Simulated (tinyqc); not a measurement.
Which coupling does what: hole subbands of a hard-walled well, four-band Luttinger model.

Hole energies are counted downwards from the unstrained band edge, c = hbar^2/2m0. After the usual block transformation one block is H = [[P + Q - Zs, R - i S], [R + i S, P - Q + Zs]] in (heavy, light), with P +/- Q = c [(g1 +/- g2) k^2 + (g1 -/+ 2 g2) kz^2], R = sqrt(3) c gR k^2, S = 2 sqrt(3) c g3 k kz, kz = -i d/dz; axial approximation gR = (g2 + g3)/2. Zs = b (e_par - e_perp) is the shear part of the strain (the hydrostatic part shifts all levels alike and is left out). Basis sqrt(2/L) sin(n pi z/L), n = 1 to N, for each component: kz^2 gives (n pi/L)^2 and the heavy-light block is R delta_nm - 2 sqrt(3) c g3 k D_nm with D_nm = 4 n m/(L (n^2 - m^2)) for n + m odd, 0 otherwise. The other block has the same levels. The split-off band is left out.

Constants: hbar^2/2m0 = 3.80998211 eV angstrom^2.

Parameters, chosen for this exercise (near those of GaAs; shifted at random, so the results belong to these values and not to a real crystal):
```
symbol  value   unit        meaning
g1      6.94                Luttinger gamma1
g2      2.05                gamma2
g3      2.94                gamma3
L       65      angstrom    well width along [001]
k       0.0454  1/angstrom  wave vector in the plane
```

shear strain energy Zs = 0.009379 eV

N = 20, at the given k. Diagonal: R = S = 0. Along [100] and [110] gR is g2 and g3 instead of their mean.

Hole energies (meV):
```
model        E1      E2      E3      E4
diagonal  86.50  146.04  162.32  288.71
R alone   71.12  158.25  161.41  286.92
S alone   68.42   71.22  200.60  204.59
axial     48.65   82.58  200.20  209.06
[100]     52.86   81.10  200.34  207.61
[110]     44.28   83.71  200.02  210.81
```

What can be read from this table?

The couplings move E1 by -37.85 meV: R alone by -15.37, S alone by -18.08, so S matters more at k L/pi = 0.94 (R grows as k^2 and joins equal n, S as k and joins n of opposite parity). Warping spreads E1 by 8.57 meV between [100] and [110], the hole being heavier along [110]; the axial value lies between them.

Computed by tinyqc, a small Python program: `OMP_NUM_THREADS=1 python tinyqc.py 1281768 1281769 out.jsonl` (the numbers bound the seed that draws the inputs); one thread of a shared host (Intel(R) Xeon(R) Processor @ 2.30GHz), about 0.2 s for the whole set of steps.
